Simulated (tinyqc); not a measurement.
Cell and bit-line capacitance from two signals.

Question. In a DRAM a freshly written one gives the bit-line signal (Vd/2) Cs/(Cs + Cb). Find Cs and Cb.

Parameters, values chosen for the exercise: array voltage Vd = 1.3 V.

signal of a fresh one without and with 30 fF added to the bit line (mV): [85.714286, 64.462810]

Answer. (Vd/2)/signal = 1 + Cb/Cs, and the added capacitance raises it by its ratio to Cs.

Cs = 12.0 fF
Cb = 79.0 fF

tinyqc, about 0.01 s, one thread, Intel Xeon 2.30GHz (shared host): `OMP_NUM_THREADS=1 python tinyqc.py 2130062 2130063 out.jsonl`
